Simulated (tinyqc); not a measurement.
Stripping the layer step by step: sheet resistance and Hall data of a diffused or implanted layer. Computed by tinyqc, a small Python program. Command: `OMP_NUM_THREADS=1 python tinyqc.py 3021345 3021346 out.jsonl layer walk`. One thread of a shared host (Intel(R) Xeon(R) Processor @ 2.30GHz), about 0.01 s of CPU time with the checks.

Carriers are taken equal to the net active doping down to the junction (full ionisation, which deep dopants in wide-gap hosts do not reach; no spill-over, no depletion), and the Hall factor is 1.

Inputs (values chosen for the exercise, modelled on phosphorus in silicon):

| quantity | value | unit |
|---|---|---|
| mu_min | 67.2 | cm^2/(V s) |
| mu_max | 1380 | cm^2/(V s) |
| N_ref | 9.2e+16 | 1/cm^3 |
| exponent alpha | 0.69 | - |
| peak concentration N_0 | 2e+20 | 1/cm^3 |
| length scale l | 13 | nm |
| background doping N_B (opposite type) | 3.4e+16 | 1/cm^3 |

Profile: complementary error function. Activation: complete.

Constants: e = 1.602176634e-19 C.

Method:
- N(x) = N_0 erfc(x/l), dose N_0 l/sqrt(pi), junction x_j = l erfc^-1(N_B/N_0).
- Mobility mu = mu_min + (mu_max - mu_min)/(1 + (N_t/N_ref)^alpha), N_t = active doping + N_B; carriers n = active doping - N_B, all dopants active.
- Integrals from x_0 (0 unless stated) to x_j by the midpoint rule on 400 even intervals: 1/R_s = e int n mu dx; sheet density n_s = int n dx; Hall sheet density (int n mu dx)^2/int n mu^2 dx; Hall mobility int n mu^2 dx/int n mu dx.
- After removing a depth d the integrals start at d. Differences between neighbouring rows give the local conductivity -d(1/R_s)/dx at the middle of the slice (the last slice uses one more step, not listed).

junction depth x_j = 34.5622 nm

Differential sheet resistance:

| removed d (nm) | R_s (ohm) | slice conductivity (S/cm) | sigma at mid-slice (S/cm) |
|---|---|---|---|
| 0.0 | 528 | 2027.6 | 2025.8 |
| 3.5 | 844 | 1401.9 | 1397.0 |
| 7.0 | 1440 | 888.9 | 882.7 |
| 10.5 | 2609 | 520.2 | 514.5 |
| 14.0 | 4971 | 285.7 | 281.5 |
| 17.5 | 9883 | 151.1 | 148.6 |
| 21.0 | 20703 | 78.7 | 77.3 |
| 24.5 | 48151 | 39.4 | 38.8 |

R_s doubles after removing between 3.50 and 7.00 nm of a layer 34.6 nm deep, so half the current flows above that depth. Where sigma exceeds a tenth of its largest listed value, the slice values agree with it within 2 %.

Extremes, crossings and ranges named in words are read from the listed rows.
